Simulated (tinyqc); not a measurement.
From folded lines to real minibands: band folding and unfolding in a supercell of a chain.

A chain with hopping -t and n = 4 sites a supercell. H(K) has v_j on the diagonal, -t between neighbours and -t exp(2 pi i K) on the bond that closes the cell (from the last site to the first of the next cell). The point K holds the n wave vectors k_m = (K + m)/n of the primitive zone, in 2 pi/a, m = 0 to n - 1, with E0 = -2t cos(2 pi k_m). The unfolding weight of a state c on k_m is |sum_j c_j exp(-2 pi i k_m j)|^2/n, j = 0 to n - 1.

Inputs chosen for the exercise: t = 0.67 eV (hopping); v = (0.174, 0, -0.174, 0) eV (site energies in the supercell); Kq = 0.09 2 pi/(n a) (wave vector in the small zone).

The potential is scaled by x. For the lowest level at K: energy, second-order estimate E0(k_0) + x V_0 - x^2 sum_m |V_m|^2/(E0(k_m) - E0(k_0)), weight on k_0, and width of the lowest miniband between K = 0 and 1/2.

Lowest level:
```
x,E (eV),second order (eV),weight on k_0,miniband width (eV)
0.00,-1.3266,-1.3266,1.000,0.3925
0.25,-1.3274,-1.3274,0.999,0.3712
0.50,-1.3295,-1.3295,0.998,0.3508
1.00,-1.3382,-1.3383,0.991,0.3127
1.50,-1.3526,-1.3528,0.980,0.2782
2.00,-1.3724,-1.3732,0.966,0.2471
3.00,-1.4273,-1.4315,0.928,0.1943
4.00,-1.5007,-1.5130,0.884,0.1526
```

What does the comparison show?

Second order is -0.1 meV off at x = 1 and -4 meV at x = 3. The weight on the parent k falls to 0.99 at x = 1 and 0.88 at x = 4, and the miniband narrows from 0.392 to 0.153 eV as the state gathers on the low sites. While the weight stays near one the primitive band is still the right picture and the folded copies carry little spectral weight.

Computed by tinyqc, a small Python program: `OMP_NUM_THREADS=1 python tinyqc.py 1451453 1451454 out.jsonl` (the numbers bound the seed that draws the inputs); one thread of a shared host (Intel(R) Xeon(R) Processor @ 2.30GHz), about 0.01 s for the whole set of steps.
